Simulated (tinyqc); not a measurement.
Inside a calculation. Method: UHF in the 3-21g basis, for H2, spin multiplicity 1. One step of it, computed by the program tinyqc.

Problem. Iteration 1: building the Fock matrix. J_ij = sum D_kl (ij|kl) with D = D(alpha) + D(beta), K_ij = sum D_kl (ik|jl) for each spin; F = H + J - K(s); E = tr D H + tr D J / 2 - 0.5 sum_s tr D(s) K(s) + E_nn.

D(alpha) at the start:
```
          1H 1s     1H 2s     2H 1s     2H 2s
1H 1s  0.143759  0.183608  0.092475  0.063136
1H 2s  0.183608  0.234503  0.118108  0.080637
2H 1s  0.092475  0.118108  0.059485  0.040613
2H 2s  0.063136  0.080637  0.040613  0.027728
```

D(beta) at the start:
```
          1H 1s     1H 2s     2H 1s     2H 2s
1H 1s  0.059485  0.040613  0.092475  0.118108
1H 2s  0.040613  0.027728  0.063136  0.080637
2H 1s  0.092475  0.063136  0.143759  0.183608
2H 2s  0.118108  0.080637  0.183608  0.234503
```

core Hamiltonian H = T + V (hartree):
```
           1H 1s      1H 2s      2H 1s      2H 2s
1H 1s  -0.635669  -0.788698  -0.285626  -0.468752
1H 2s  -0.788698  -0.842157  -0.468752  -0.652344
2H 1s  -0.285626  -0.468752  -0.635669  -0.788698
2H 2s  -0.468752  -0.652344  -0.788698  -0.842157
```

Two-electron integrals (ij|kl) in chemists' order, unique and non-zero (hartree):
```
(11|11) 1.140145   (21|11) 0.611403   (21|21) 0.345152   (22|11) 0.626370
(22|21) 0.380329   (22|22) 0.482957   (31|11) 0.100579   (31|21) 0.059341
(31|22) 0.070002   (31|31) 0.016371   (32|11) 0.172844   (32|21) 0.108193
(32|22) 0.145751   (32|31) 0.033102   (32|32) 0.084227   (33|11) 0.462364
(33|21) 0.295868   (33|22) 0.421867   (33|31) 0.100579   (33|32) 0.292674
(33|33) 1.140145   (41|11) 0.292674   (41|21) 0.166532   (41|22) 0.185962
(41|31) 0.033102   (41|32) 0.061856   (41|33) 0.172844   (41|41) 0.084227
(42|11) 0.365397   (42|21) 0.224698   (42|22) 0.294702   (42|31) 0.051074
(42|32) 0.117756   (42|33) 0.365397   (42|41) 0.117756   (42|42) 0.206385
(43|11) 0.295868   (43|21) 0.188232   (43|22) 0.266175   (43|31) 0.059341
(43|32) 0.166532   (43|33) 0.611403   (43|41) 0.108193   (43|42) 0.224698
(43|43) 0.345152   (44|11) 0.421867   (44|21) 0.266175   (44|22) 0.374955
(44|31) 0.070002   (44|32) 0.185962   (44|33) 0.626370   (44|41) 0.145751
(44|42) 0.294702   (44|43) 0.380329   (44|44) 0.482957
```

nuclear repulsion = 0.46419054 hartree

Give: Coulomb J; exchange K(alpha); exchange K(beta); F(alpha); F(beta); total energy of this density.

Solution.

Coulomb J (hartree):
```
        1H 1s   1H 2s   2H 1s   2H 2s
1H 1s  1.3312  0.7871  0.1773  0.4080
1H 2s  0.7871  0.9691  0.4080  0.6754
2H 1s  0.1773  0.4080  1.3312  0.7871
2H 2s  0.4080  0.6754  0.7871  0.9691
```

exchange K(alpha) (hartree):
```
        1H 1s   1H 2s   2H 1s   2H 2s
1H 1s  0.5718  0.4745  0.2249  0.3288
1H 2s  0.4745  0.4532  0.2569  0.3428
2H 1s  0.2249  0.2569  0.2834  0.2681
2H 2s  0.3288  0.3428  0.2681  0.3076
```

exchange K(beta) (hartree):
```
        1H 1s   1H 2s   2H 1s   2H 2s
1H 1s  0.2834  0.2681  0.2249  0.2569
1H 2s  0.2681  0.3076  0.3288  0.3428
2H 1s  0.2249  0.3288  0.5718  0.4745
2H 2s  0.2569  0.3428  0.4745  0.4532
```

F(alpha) (hartree):
```
         1H 1s    1H 2s    2H 1s    2H 2s
1H 1s   0.1238  -0.4761  -0.3332  -0.3896
1H 2s  -0.4761  -0.3262  -0.3177  -0.3197
2H 1s  -0.3332  -0.3177   0.4122  -0.2697
2H 2s  -0.3896  -0.3197  -0.2697  -0.1806
```

F(beta) (hartree):
```
         1H 1s    1H 2s    2H 1s    2H 2s
1H 1s   0.4122  -0.2697  -0.3332  -0.3177
1H 2s  -0.2697  -0.1806  -0.3896  -0.3197
2H 1s  -0.3332  -0.3896   0.1238  -0.4761
2H 2s  -0.3177  -0.3197  -0.4761  -0.3262
```

total energy of this density = -1.040825 hartree
